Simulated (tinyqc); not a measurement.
## Tail temperature from the power law

Inverse problem. When tail states hold most of the charge, the linear current goes as I = A (Vg - VT)^g with g = 2 Tt/T - 1. Find g, Tt and the tail width kB Tt.

Inputs (values chosen for the exercise): temperature T = 270 K.

Constants: q = 1.602176634e-19 C, kB = 1.380649e-23 J/K, Vt = kB T/q. Results are converted to the units shown.

I at Vg - VT = 16 and 24 V (nA): 346.52469  768.05940

Solution. g is the slope of ln I against ln(Vg - VT).

g = 1.96
Tt = 400 K
kB Tt = 34.5 meV

Program tinyqc, `OMP_NUM_THREADS=1 python tinyqc.py 2610005 2610006 out.jsonl`; Intel Xeon 2.30GHz, shared host, one thread, about 0.02 s.
